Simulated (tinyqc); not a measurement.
Wafer and channel orientation: ellipsoidal valleys in the axes of a wafer and a channel.

Valleys with axes a along x, y and z, two valleys each; inverse mass tensor w = 1/mt + (1/ml - 1/mt) a a. Device axes: z = nz/|nz|, x = nx/|nx|, y = z cross x; in them a = (ax, ay, az). Confinement mass mz = 1/w_zz. In the plane w_ij is replaced by u_ij = w_ij - w_iz w_jz/w_zz (i, j = x, y); density-of-states mass md = 1/sqrt(det u); conductivity mass along x mc = 1/u_xx; ballistic transport mass mx = u_yy/det u, width mass my = 1/u_yy.

Hard walls: E_n = c (n pi/t)^2/mz, c = hbar^2/2m0, n = 1, 2, 3. Non-degenerate share of a valley proportional to md sum_n exp(-E_n/kT); mean 1/mc = sum of share/mc. 1 nm = 10 angstrom.

Constants: hbar^2/2m0 = 3.80998211 eV angstrom^2; kB = 8.617333262e-05 eV/K.

Parameters, chosen for this exercise (near those of the Delta valleys of Si; the results hold for these values, not for the real material):

| symbol | value | unit | meaning |
|---|---|---|---|
| ml | 0.902 | m0 | longitudinal mass |
| mt | 0.192 | m0 | transverse mass |
| t | 4.8 | nm | thickness of the film |
| T | 300 | K | temperature |

For each face/channel: the lowest ladder (mz, number of valleys, md, E1, share) and the mean conductivity mass over all valleys.

Results:

| face/channel | mz | valleys | md | E1 (meV) | share | mean mc |
|---|---|---|---|---|---|---|
| (100)/[011] | 0.902 | 2 | 0.192 | 18.1 | 0.776 | 0.2106 |
| (210)/[001] | 0.519 | 2 | 0.253 | 31.5 | 0.661 | 0.2145 |
| (001)/[110] | 0.902 | 2 | 0.192 | 18.1 | 0.776 | 0.2106 |
| (112)/[11-1] | 0.404 | 2 | 0.287 | 40.4 | 0.576 | 0.3467 |
| (113)/[1-10] | 0.539 | 2 | 0.248 | 30.3 | 0.677 | 0.2225 |
| (001)/[100] | 0.902 | 2 | 0.192 | 18.1 | 0.776 | 0.2106 |
| (111)/[1-10] | 0.260 | 6 | 0.357 | 62.7 | 1.000 | 0.2980 |

The mean conductivity mass is lowest, 0.2106, for (100)/[011], (001)/[110] and (001)/[100] and highest, 0.3467, for (112)/[11-1]; the bulk value is 0.2603. The confinement energy is lowest on the face with the heaviest mz ((100), 18 meV). The density of states of the lowest ladder, valleys times md, runs between 0.384 and 2.144; a small value limits the charge through the quantum capacitance.

Run: tinyqc, `OMP_NUM_THREADS=1 python tinyqc.py 1850615 1850616 out.jsonl`; Intel(R) Xeon(R) Processor @ 2.30GHz, one thread, shared host; about 0.01 s of CPU time with all checks.
